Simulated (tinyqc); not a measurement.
Small-signal admittance of a forward-biased p+-n diode: two steps of the calculation.

Holes injected into a neutral base of width wb with an ohmic contact at its end; low injection, p0 far above the equilibrium density. A small voltage v exp(i w t), w = 2 pi f, modulates the edge density by p0 v/Vt, and the small-signal density obeys Dp d2p/dx2 = (1/tau + i w) p.

Inputs (values chosen for the exercise); permittivity close to that of gallium arsenide:
- T = 300 K (temperature)
- eps_r = 12.9 (relative permittivity)
- Nd = 1.7e15 cm^-3 (donor density of the base)
- Dp = 4.4 cm^2/s (hole diffusion coefficient)
- tau = 7e-7 s (hole lifetime)
- wb = 3.7 um (width of the neutral base)
- p0 = 1.2e14 cm^-3 (excess hole density at the junction edge)
- Na = 4e19 cm^-3 (acceptor density of the p+ side)
- f = 5.1e6 Hz (signal frequency)

Constants: q = 1.602176634e-19 C, kB = 1.380649e-23 J/K, Vt = kB T/q, eps0 = 8.8541878128e-14 F/cm where lengths are in cm. Results are converted to the units shown.

Task 1. Closed-form admittance. L = sqrt(Dp tau); direct current J = (q Dp p0/L) coth(wb/L); k = sqrt(1 + i w tau)/L; diffusion admittance Y = (q Dp p0/Vt) k coth(k wb) = G + i w C_diff; junction capacitance C_j = sqrt(q eps0 eps_r Nd/(2 Vr)) in the depletion approximation, with the remaining barrier Vr = Vt ln(Na/p0), a rough value under forward bias; base-width modulation is left out.

Wanted: L; J; k wb; Y; C_diff; C_j.

Result 1.

L = 17.550 um
J = 0.23201 A/cm^2
k wb = 0.72196+0.69049i
Y = 9.1658+2.9038i S/cm^2
C_diff = 0.090620 uF/cm^2
C_j = 0.021752 uF/cm^2

G is 1.02 times its low-frequency value J/Vt, and C_diff is 4.17 times C_j.

Task 2. The same by finite differences. 7 equal intervals, h = wb/7; u = small-signal density over its edge value, u_0 = 1, u_7 = 0; u_(i-1) + b u_i + u_(i+1) = 0 with b = -2 - h^2 (1/tau + i w)/Dp; Y = (q Dp p0/(Vt h)) (-b/2 - u_1), which includes the half box at the edge.

Wanted: b; u; Y on the mesh.

Result 2.

b = -2.001-0.020i

```
node,u
1,0.8525-0.0372i
2,0.7064-0.0571i
3,0.5622-0.0627i
4,0.4198-0.0569i
5,0.2789-0.0427i
6,0.1392-0.0227i
```

Y on the mesh = 9.162+2.934i S/cm^2

Computed by the program tinyqc: `OMP_NUM_THREADS=1 python tinyqc.py 2890158 2890159 out.jsonl`, one thread of a shared Intel Xeon 2.30GHz, about 0.01 s for the whole run.
